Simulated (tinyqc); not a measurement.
Force balance against energy balance: elastic strain and critical thickness of a cubic alloy layer A(1-x)B(x) on a thick substrate. Computed by tinyqc, a small Python program. Command: `OMP_NUM_THREADS=1 python tinyqc.py 3002458 3002459 out.jsonl misfit walk`. One thread of a shared host (Intel(R) Xeon(R) Processor @ 2.30GHz), about 0.01 s of CPU time with the checks.

Strain is positive in tension. The layer is coherent with the substrate unless said otherwise.

Inputs (values chosen for the exercise, for a model alloy):
```
quantity                        value      unit
fraction x of B                  0.32         -
lattice constant a_A            5.869  angstrom
lattice constant a_B            5.451  angstrom
substrate lattice constant a_S  5.651  angstrom
```

Growth plane: (111). Layer: uncapped. Misfit dislocation: 60-degree.

C11, C12, C44 of A (GPa): 112.5  57.33  45.86

C11, C12, C44 of B (GPa): 142.9  59.86  75.42

Method:
- a = (1 - x) a_A + x a_B, the same rule for each C_ij; misfit f = (a_S - a)/a, the in-plane strain of the coherent layer.
- Voigt averages: G = (C11 - C12 + 3 C44)/5, B = (C11 + 2 C12)/3, nu = (3 B - 2 G)/(2 (3 B + G)); b = a/sqrt(2). The 60-degree dislocation has cos alpha = 1/2, and cos lambda = sqrt(3)/6 on (111), for glide on an inclined {111} plane.
- Matthews-Blakeslee: h_c = A [ln(h_c/b) + 1], A = b (1 - nu cos^2 alpha)/(8 pi |f| (1 + nu) cos lambda), the factor 8 pi being that of an uncapped layer.
- People-Bean: h_c = P ln(h_c/b), P = (1 - nu)/(1 + nu) b^2/(16 pi sqrt(2) a f^2). The misfit is scaled by 0.25, 0.4, 0.6, 1, 1.5, 2.2 at fixed a, b and nu; the upper root is taken, and rows with A < 1.3 b or P < 3 b, where the roots shrink to the core size or vanish, are left out.

misfit f = -0.0146881

prefactor A = 2.83168 nm

Poisson ratio nu = 0.257435

Burgers vector b = 0.405543 nm

free lattice constant a = 5.73524 angstrom

Critical thickness:
```
|f| (%)  Matthews-Blakeslee (nm)  People-Bean (nm)   ratio
0.3672                    69.607            1444.9  20.758
0.5875                    39.492             489.7  12.401
0.8813                    23.972             188.4   7.857
1.4688                    12.551              54.0   4.304
2.2032                     7.360              18.8   2.560
3.2314                     4.337               6.2   1.437
```

What does the comparison show, and why?

The exponents d ln h_c/d ln f are -1.21 and -2.30 between the first rows, steeper than the -1 and -2 of the prefactors because of the logarithm. The ratio falls from 20.8 to 1.44 as the misfit grows. Where People-Bean lies above, a layer between the lines is metastable: dislocations would lower the energy but have to be nucleated. Above about 2 % misfit islands may come first.
